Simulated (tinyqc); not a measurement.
# Surface potential of a MOS transistor: implicit equation and explicit approximations: effects of single changes

p-type body, charge-sheet picture, depletion and inversion only, full ionisation (an idealisation for deep acceptors), Boltzmann statistics (rough once Na exp(x - xn) passes about Nc/7). In units of Vt: xg = (Vg - Vfb)/Vt, x = psi/Vt, G = gamma/sqrt(Vt), xn = (2 phiF + Vc)/Vt. The implicit equation is (xg - x)^2 = G^2 [x - 1 + exp(x - xn)] for x above about 3. Cox = eps0 eox/tox.

Inputs (values chosen for the exercise); band and dielectric values close to those of silicon: temperature T = 350 K; band gap Eg = 1.14 eV; relative permittivity eps_r = 11.7; conduction-band density of states at T Nc = 3.48e19 cm^-3; valence-band density of states at T Nv = 3.33e19 cm^-3; relative permittivity of the gate insulator (close to silicon dioxide) eox = 3.9; insulator thickness tox = 17 nm; acceptor density Na = 3.9e16 cm^-3; flat-band voltage Vfb = -0.76 V; channel-body voltage Vc = 0.2 V; gate-body voltage Vg = 1.22 V.

Constants: q = 1.602176634e-19 C, kB = 1.380649e-23 J/K, Vt = kB T/q, eps0 = 8.8541878128e-14 F/cm where lengths are in cm. Results are converted to the units shown.

Each table varies one quantity; the others keep the values above.

## Accuracy of the approximations against gate voltage

ni = sqrt(Nc Nv) exp(-Eg/(2 Vt)), Eg in volts; phiF = Vt ln(Na/ni); gamma = sqrt(2 q eps0 eps_r Na)/Cox; VT = Vfb + Vt (xn + G sqrt(xn - 1)). Depletion value a = 1 + [sqrt(G^2/4 + xg - 1) - G/2]^2; inversion value b = xn + ln[(xg - xn)^2/G^2 - xn + 1] and first guess y = min(a, b) - ln(1 + exp(-|a - b|)) if a > xn + 1, else b = y = a; one second-order correction with D = exp(y - xn), p = 2 (xg - y) + G^2 (1 + D), w = (xg - y)^2 - G^2 (y - 1 + D): z = y + 2 w/(p + sqrt(p^2 - 2 (2 - G^2 D) w)), or the Newton step z = y + w/p where the root is not real. N_inv = (Cox Vt G/q) [sqrt(x - 1 + exp(x - xn)) - sqrt(x - 1)] at the root. Lambert form (Cox m Vt/q) W0[(G/(2 m sqrt(xn - 1))) exp((Vg - VT)/(m Vt))], m = 1 + G/(2 sqrt(xn - 1)). Errors under 1e-4 mV, and the linear form below VT, are printed as 0.

Results:

| Vg (V) | psi (V) | x - xn | error of y (mV) | error of z (mV) | N_inv (cm^-2) | Cox (Vg - VT)/q (cm^-2) | Lambert form (cm^-2) |
|---|---|---|---|---|---|---|---|
| 0.3 | 0.62719 | -10.090 | 3.33e-4 | 0 | 5.7490e5 | 0 | 3.6957e5 |
| 0.5 | 0.77614 | -5.1516 | 0.0428 | 0 | 7.1788e7 | 0 | 6.1800e7 |
| 0.7 | 0.92367 | -0.26021 | 5.28 | -4.59e-3 | 8.6779e9 | 0 | 8.6922e9 |
| 0.9 | 1.0078 | 2.5286 | 17.7 | -1.42 | 1.2471e11 | 2.4935e11 | 1.2877e11 |
| 1.1 | 1.0408 | 3.6220 | 14.8 | -0.882 | 3.2472e11 | 5.0291e11 | 3.3499e11 |
| 1.3 | 1.0603 | 4.2691 | 11.5 | -0.374 | 5.4668e11 | 7.5647e11 | 5.6286e11 |
| 1.5 | 1.0743 | 4.7356 | 9.60 | -0.204 | 7.7750e11 | 1.0100e12 | 7.9907e11 |
| 1.9 | 1.0947 | 5.4099 | 7.40 | -0.0884 | 1.2518e12 | 1.5172e12 | 1.2828e12 |

Estimate the missing row, Vg = 1.7 V.

Computed row:

| Vg (V) | psi (V) | x - xn | error of y (mV) | error of z (mV) | N_inv (cm^-2) | Cox (Vg - VT)/q (cm^-2) | Lambert form (cm^-2) |
|---|---|---|---|---|---|---|---|
| 1.7 | 1.0855 | 5.1039 | 8.32 | -0.129 | 1.0131e12 | 1.2636e12 | 1.0396e12 |

With this row back in the table: psi rises from 0.627 to 1.09 V and ends 5.4 Vt above 2 phiF + Vc. Among the rows the first guess is off by at most 18 mV (at Vg = 0.9 V) and the corrected value by at most 1.4 mV. In the last row the linear form is 21 % above N_inv and the Lambert form 2.5 % above it; in the first row the Lambert form is 36 % below it. For Vg = 1.7, 1.9 the electron quasi-Fermi level lies less than 2 Vt below the band edge at the surface, or above it, where degeneracy and confinement, left out, matter.

## Effect of the channel-body voltage at fixed gate voltage

Same model as above.

Result of one run:

| Vc (V) | psi (V) | x - xn | error of y (mV) | error of z (mV) | N_inv (cm^-2) | Cox (Vg - VT)/q (cm^-2) | Lambert form (cm^-2) |
|---|---|---|---|---|---|---|---|
| 0.8 | 1.339 | -6.379 | 0.0101 | 0 | 1.588e7 | 0 | 1.424e7 |

What becomes of these results when the channel-body voltage Vc is changed from 0.8 to 1.2 V, all else the same?

Result of the changed run:

| Vc (V) | psi (V) | x - xn | error of y (mV) | error of z (mV) | N_inv (cm^-2) | Cox (Vg - VT)/q (cm^-2) | Lambert form (cm^-2) |
|---|---|---|---|---|---|---|---|
| 1.2 | 1.339 | -19.64 | 0 | 0 | 27.63 | 0 | 16.84 |

The whole series:

| Vc (V) | psi (V) | x - xn | error of y (mV) | error of z (mV) | N_inv (cm^-2) | Cox (Vg - VT)/q (cm^-2) | Lambert form (cm^-2) |
|---|---|---|---|---|---|---|---|
| 0 | 0.8710 | 4.626 | 9.84 | -0.222 | 7.547e11 | 9.881e11 | 7.784e11 |
| 0.2 | 1.053 | 4.040 | 12.6 | -0.506 | 4.565e11 | 6.550e11 | 4.703e11 |
| 0.4 | 1.223 | 3.042 | 18.0 | -1.74 | 1.837e11 | 3.304e11 | 1.890e11 |
| 0.6 | 1.333 | 0.04707 | 6.19 | -8.66e-3 | 9.776e9 | 1.202e10 | 9.829e9 |
| 0.8 | 1.339 | -6.379 | 0.0101 | 0 | 1.588e7 | 0 | 1.424e7 |
| 1 | 1.339 | -13.01 | 0 | 0 | 2.095e4 | 0 | 1.581e4 |
| 1.2 | 1.339 | -19.64 | 0 | 0 | 27.63 | 0 | 16.84 |

As Vc goes from 0 to 1.2, psi rises from 0.871 to 1.34 V, x - xn falls from 4.63 to -19.6 and N_inv falls from 7.55e11 to 27.6 cm^-2. The Lambert form lies between 0.609 and 1.03 times N_inv. psi follows Vc only while the surface is inverted; once x falls below xn it settles at the depletion value.

tinyqc, about 0.01 s, one thread, Intel Xeon 2.30GHz (shared host): `OMP_NUM_THREADS=1 python tinyqc.py 2122140 2122141 out.jsonl`
